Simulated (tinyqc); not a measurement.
# Off-state leakage of single and stacked transistors: effects of single changes

n-channel devices of unit width. Subthreshold current I(Vg, Vs, Vd) = I0 (T/300 K)^0.5 exp[(Vg - Vs - VT(T) - gb (Vs - Vb) + dd (Vd - Vs))/(nf Vt)] (1 - exp(-(Vd - Vs)/Vt)), VT(T) = VT - cT (T - 300 K). Gate-edge tunnelling Ig (Vd/1 V) exp(ag (Vd - 1 V)), for a gate at 0 V, and band-to-band leakage Ab u exp(-Bb/u), u = Vd - Vb + 1 V, flow at a drain held at V; both are taken as independent of T. In a stack of off transistors (all gates at 0 V) the same subthreshold current passes through each.

Values chosen for this exercise; values of the order met in bulk silicon logic transistors:
```
symbol,value,unit,meaning
T,300,K,temperature
V,1.1,V,supply voltage
VT,0.36,V,"threshold at 300 K, zero drain and body bias"
cT,0.6,mV/K,fall of the threshold with temperature
I0,0.66,uA/um,current at threshold at 300 K
nf,1.47,,slope factor
dd,0.11,,drain-induced lowering per volt
gb,0.09,,rise of the threshold per volt of source-body bias
Ig,2e-6,uA/um,gate-edge tunnelling current at 1 V
ag,5.1,1/V,exponential slope of the gate current
Ab,8,uA/(um V),prefactor of band-to-band leakage at the drain
Bb,24,V,its exponential voltage
Vb,-0.6,V,body voltage
```

Constants: q = 1.602176634e-19 C, kB = 1.380649e-23 J/K, Vt = kB T/q. Results are converted to the units shown.

Each table varies one quantity; the others keep the values above.

## Subthreshold current against the height of the stack

All n gates at 0 V, bottom source at 0 V, top drain at V; node voltages follow from equal currents.

Subthreshold current against the height of the stack:
```
n,I (nA/um),reduction factor,drain voltage of the bottom device (mV),source voltage of the top device (mV),voltage across the top device (V)
1,0.29588,1.0000,1100.0,0,1.1000
2,0.015612,18.952,93.167,93.167,1.0068
3,0.0078640,37.625,23.639,114.88,0.98512
4,0.0052795,56.043,13.812,127.50,0.97250
5,0.0039806,74.331,9.8078,136.45,0.96355
6,0.0031973,92.541,7.6171,143.38,0.95662
```

The second transistor cuts the current by a factor of 19.0, the third by a further 1.99 and the sixth by 1.24. The top device keeps 87.0 % of the supply at n = 6, while the drain voltage of the bottom one falls to 0.295 Vt.

## Leakage components against the threshold

Same model as above.

One transistor with Vg = Vs = 0, Vd = V; stack factor I(one)/I(two in series).

The same in every row: gate edge (nA/um) = 0.003664; band-to-band (nA/um) = 2.979; stack factor = 18.95.

Results:
```
VT (V),subthreshold (nA/um),total (nA/um),largest part
0.15,74.30,77.29,subthreshold
0.25,5.348,8.331,subthreshold
0.3,1.435,4.417,band-to-band
0.35,0.3849,3.368,band-to-band
0.4,0.1033,3.086,band-to-band
0.45,0.02771,3.010,band-to-band
0.5,0.007433,2.990,band-to-band
0.55,0.001994,2.985,band-to-band
0.6,5.350e-4,2.983,band-to-band
```

Estimate the missing row, VT = 0.2 V.

Computed row:
```
VT (V),subthreshold (nA/um),total (nA/um),largest part
0.2,19.93,22.92,subthreshold
```

With this row back in the table: As VT goes from 0.15 to 0.6, the total leakage falls from 77.3 to 2.98 nA/um. The subthreshold part leads at VT = 0.15, the band-to-band part from 0.3 on. The reduction by a stack of two stays at 19.0, for the subthreshold part alone. For VT = 0.15 the gate is within about 3 nf Vt of threshold, where the exponential law overstates the current.

Numbers from tinyqc (`OMP_NUM_THREADS=1 python tinyqc.py 2242213 2242214 out.jsonl`; about 0.03 s on one thread of a shared Intel Xeon 2.30GHz).
